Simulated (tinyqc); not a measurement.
Compensation sets the slope of the freeze-out: donors with valley-orbit split 1s states.

Each donor binds at most one electron, in any of its states. For a site s, W_s = sum over its states of g exp(E/kT), and the ionised share is 1/(1 + W_s exp(eta)), eta = (EF - Ec)/kT; n = Nc F_1/2(eta); neutrality n + NA = ND x (mean ionised share); holes are neglected. Nc from N = 2 (m kB T/(4 pi c))^(3/2) with c = hbar^2/2m0, in 1/angstrom^3; times 1e24 for 1/cm^3, m = md. F_j(eta) = (1/Gamma(j + 1)) integral_0^infinity x^j dx/(1 + exp(x - eta)), which tends to exp(eta) for eta << 0.

Constants: hbar^2/2m0 = 3.80998211 eV angstrom^2; kB = 8.617333262e-05 eV/K.

Parameters, chosen for this exercise (near those of As in Si; not measured data): md = 1.088 m0 (density-of-states mass of the conduction band); E = (55.3, 35.1, 33.7) meV (binding energies of 1s(A1), 1s(T2), 1s(E)); g = (2, 6, 4) (their degeneracies with spin); ND = 2.2e+15 1/cm^3 (donors).

NA = K ND. The slope energy is -d ln(n T^(-p))/d(1/kT) between 30 and 36 K, with p = 3/4 for K = 0 and p = 3/2 otherwise.

Results:

| K | n(30 K) (1/cm^3) | n(36 K) (1/cm^3) | slope energy (meV) |
|---|---|---|---|
| 0 | 7.12e+11 | 4.84e+12 | 27.60 |
| 0.0010 | 2.10e+11 | 3.86e+12 | 40.90 |
| 0.010 | 2.28e+10 | 1.01e+12 | 54.54 |
| 0.050 | 4.38e+09 | 2.02e+11 | 55.20 |
| 0.20 | 9.22e+08 | 4.26e+10 | 55.23 |
| 0.50 | 2.31e+08 | 1.07e+10 | 55.23 |

What does the comparison show, and why?

Without acceptors the slope is 27.60 meV, against half the ground-state energy, 27.65; with K = 0.05 it is 55.20 meV, against the full 55.3. The full energy (less a few meV where excited levels lie within a few kT) shows where n is far below NA, since the acceptors then hold EF near the donor level: n(36 K)/NA is 1.8 for K = 0.001 and 0.0018 for K = 0.05; for K = 0.001 the sample is still in or near the uncompensated regime, where p = 3/2 is the wrong power, so that slope means little.

Computed by tinyqc, a small Python program: `OMP_NUM_THREADS=1 python tinyqc.py 1680170 1680171 out.jsonl` (the numbers bound the seed that draws the inputs); one thread of a shared host (Intel(R) Xeon(R) Processor @ 2.30GHz), about 0.01 s for the whole set of steps.
